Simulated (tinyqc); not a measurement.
Inside a calculation. Model: two-dimensional dopant profile at a mask edge: lateral junction, overlap and effective channel length. Computed by tinyqc, a small Python program that keeps every step. Command: `OMP_NUM_THREADS=1 python tinyqc.py 3005214 3005215 out.jsonl lateral walk`. One thread of a shared host (Intel(R) Xeon(R) Processor @ 2.30GHz), about 0.01 s of CPU time with the checks. Intermediate numbers are printed to about 6 digits and carried at full precision; extremes and crossings named in words are read from the listed rows.

Ions enter for y < 0; the mask (spacer, then gate) covers y > 0. x is the depth. The surface reflects dopant during the anneal.

Inputs (values chosen for the exercise, modelled on a source-drain extension in silicon):
```
quantity               value    unit
dose Q               1.5e+15  1/cm^2
projected range R_p      7.8      nm
vertical straggle        3.6      nm
lateral straggle         1.8      nm
anneal budget D t    2.5e-13    cm^2
channel doping C_B   3.5e+18  1/cm^3
gate length L_g          110      nm
offset spacer            2.3      nm
oxide thickness          2.4      nm
```

Constants: eps_0 = 8.8541878128e-12 F/m.

## Widths and vertical profile

Widths s_x^2 = (vertical straggle)^2 + 2 D t, s_y^2 = (lateral straggle)^2 + 2 D t. C(x, y) = V(x) (1/2) erfc(y/(sqrt2 s_y)), V(x) = Q/(sqrt(2 pi) s_x) [exp(-(x - R_p)^2/(2 s_x^2)) + exp(-(x + R_p)^2/(2 s_x^2))]; 1 nm = 1e-7 cm. The vertical junction far from the mask solves V(x) = C_B.

s_x = 7.93473 nm

s_y = 7.29657 nm

V at the surface = 9.30387e+20 1/cm^3

V at R_p = 8.63346e+20 1/cm^3

vertical junction x_j = 33.8111 nm

Caution: the peak exceeds usual solubilities, so part of the dose is inactive and diffusion is concentration dependent.

## Lateral junction at the surface

The lateral junction at depth x solves C = C_B: y_j(x) = sqrt2 s_y erfc^-1(2 C_B/V(x)). Overlap under the gate = y_j(0) - spacer; metallurgical channel L_met = L_g - 2 overlap (tails from the two sides are not added). Abruptness at y_j(0) in nm per decade = ln(10) s_y sqrt(pi/2) exp(u^2) erfc(u), u = y_j/(sqrt2 s_y). Overlap capacitance per width = 3.9 eps_0 overlap/t_ox (zero if there is no overlap).

lateral junction y_j(0) = 19.5017 nm

ratio y_j(0)/x_j = 0.576785

overlap = 17.2017 nm

metallurgical channel L_met = 75.5965 nm

lateral abruptness = 5.63655 nm/decade

overlap capacitance = 0.247500 fF/um

The two overlaps take 31 % of the gate length.

## Junction contour

The lateral junction at depth x solves C = C_B: y_j(x) = sqrt2 s_y erfc^-1(2 C_B/V(x)). Depths are 0, 0.15, 0.3, 0.45, 0.6, 0.75, 0.9 and 0.97 of x_j.

Contour:
```
x/x_j   x (nm)   V (1/cm^3)  y_j (nm)
0.00    0.0000  9.30387e+20   19.5017
0.15    5.0717  9.13201e+20   19.4561
0.30   10.1433  7.80470e+20   19.0677
0.45   15.2150  4.98580e+20   17.9222
0.60   20.2867  2.20067e+20   15.6644
0.75   25.3583  6.53096e+19   11.7547
0.90   30.4300  1.29247e+19    4.4538
0.97   32.7968  5.27890e+18   -3.0698
```

The contour reaches furthest, 19.50 nm, at x/x_j = 0 among these rows, at the surface. It crosses the mask edge where V = 2 C_B.

## What the anneal budget does

x_j solves V(x) = C_B. Budgets are multiples of the given D t (at 0 the mirror term is kept, which overstates V(0) as implanted); those with V(0) not above 2.5 C_B are left out.

Junctions (nm):
```
multiple      s_x      s_y      x_j   y_j(0)   y_j/x_j    L_met
0.0        3.6000   1.8000  20.4392   4.1221  0.201678  106.356
0.1        4.2379   2.8705  22.4806   7.0923  0.315486  100.415
0.3        5.2877   4.2708  25.7763  11.1267  0.431665   92.347
1.0        7.9347   7.2966  33.8111  19.5017  0.576785   75.597
2.0       10.6283  10.1607  41.6898  26.8884  0.644965   60.823
4.0       14.5931  14.2562  52.9399  36.7981  0.695092   41.004
8.0       20.3214  20.0808  68.7924  49.9902  0.726681   14.620
16.0      28.5125  28.3415  90.9726  67.4530  0.741465  -20.306
```

The ratio y_j/x_j goes from 0.20 to 0.74: as implanted, x_j includes R_p and y_j only the lateral straggle; after long diffusion both scale roughly with sqrt(D t) as long as V(0) stays far above C_B, and the ratio stays below 1 because the edge starts from half the concentration and an erfc falls faster than the Gaussian. L_met is negative in the rows beyond a multiple of 8: source and drain merge.

Checks made by the program: lateral profile against the convolution of a step with a Gaussian (relative difference 2e-10).
